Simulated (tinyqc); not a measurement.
Gate sweep: ballistic transport through the one-dimensional subbands of a rectangular nanowire or nanosheet channel. Computed by tinyqc, a small Python program. Command: `OMP_NUM_THREADS=1 python tinyqc.py 3026185 3026186 out.jsonl wire walk`. One thread of a shared host (Intel(R) Xeon(R) Processor @ 2.30GHz), about 0.03 s of CPU time with the checks.

Hard walls, parabolic subbands, transport along x. Energies are counted from the bulk conduction band edge at the top of the barrier, which the gate pulls down by U; the source Fermi level lies at the bulk edge when U = 0.

Inputs (values chosen for the exercise, modelled on silicon):
```
quantity                      value  unit
light mass m_t                 0.19   m_0
heavy mass m_l                0.911   m_0
height a                        2.8    nm
width b                         5.9    nm
equivalent oxide thickness t    1.7    nm
drain voltage V_D              0.05     V
temperature T                   300     K
```

Valleys: silicon [100] wire.

Constants: hbar^2/(2 m_0) = 3.80998212 eV angstrom^2; k_B = 8.617333262e-05 eV/K; m_0 = 9.1093837015e-31 kg; k_B = 1.380649e-23 J/K; hbar = 1.054571817e-34 J s; eps_0 = 8.8541878128e-12 F/m; e = 1.602176634e-19 C; h = 6.62607015e-34 J s.

Method:
- E_pq = (hbar^2 pi^2/2)(p^2/(m_y b^2) + q^2/(m_z a^2)); valley pairs: (m_x, m_y, m_z) = (m_t, m_t, m_l), (m_t, m_l, m_t), (m_l, m_t, m_t), each with degeneracy g = 2; the 10 lowest subbands are kept.
- F_j(eta) = (1/Gamma(j + 1)) int_0^infinity x^j/(1 + exp(x - eta)) dx, F_0 = ln(1 + exp(eta)). Integrals over x = E/(k_B T) use 160 Gauss-Legendre points in u = sqrt(x) from 0 to sqrt(max(eta, 0) + 32).
- With degeneracy g = 2, eta_i = (U - E_i)/(k_B T) and u = e V_D/(k_B T): line density n = sum_i g sqrt(2 m_x k_B T/pi)/(2 hbar) [F_-1/2(eta_i) + F_-1/2(eta_i - u)]; gate: e n = C_ox (V_G - U/e), C_ox = 3.9 eps_0 2 (a + b)/t (flat-plate estimate); I = (2 e k_B T/h) sum_i g [F_0(eta_i) - F_0(eta_i - u)].
- Open modes are sum_i g/(1 + exp(-eta_i)). The last column is e dn/dV_G over C_ox, taken up to the next row.

Subbands:
```
valley axis  p  q  E (meV)  m_x (m_0)
z            1  1  109.503      0.190
y            1  1  264.295      0.190
z            1  2  267.450      0.190
z            2  1  280.067      0.190
y            2  1  299.868      0.190
x            1  1  309.292      0.911
y            3  1  359.156      0.190
z            2  2  438.013      0.190
y            4  1  442.160      0.190
x            2  1  479.855      0.911
```

Against the gate voltage:
```
V_G (V)  U (meV)    n (1/nm)  I (microampere)  open modes    C_g/C_ox
-0.19    -190.00  2.1734e-06       3.2106e-05  1.8737e-05  4.6065e-04
-0.09     -90.05  1.0379e-04       1.5333e-03  8.9469e-04  3.3585e-02
0.03       25.92  8.9944e-03       1.3316e-01  7.6453e-02  4.0809e-01
0.16      102.87  1.2603e-01       1.8902e+00  8.8361e-01  6.7613e-01
0.26      135.26  2.7518e-01       3.9935e+00  1.4996e+00  7.4392e-01
0.39      168.55  4.8852e-01       6.2407e+00  1.9546e+00  7.7468e-01
0.53      200.09  7.2777e-01       7.9063e+00  2.3948e+00  8.1004e-01
0.69      230.49  1.0137e+00       9.9389e+00  3.2833e+00  8.6042e-01
0.86      254.22  1.3364e+00       1.2935e+01  4.6292e+00  9.0153e-01
1.10      277.85  1.8137e+00       1.8003e+01  6.5552e+00           -
```

Between the first two rows the current rises one decade per 60 mV, against the limit ln(10) k_B T/e = 60 mV. Above threshold C_g/C_ox lies between 0.68 and 0.90: the quantum capacitance in series costs a visible part.

Extremes, crossings and ranges named in words are read from the listed rows.
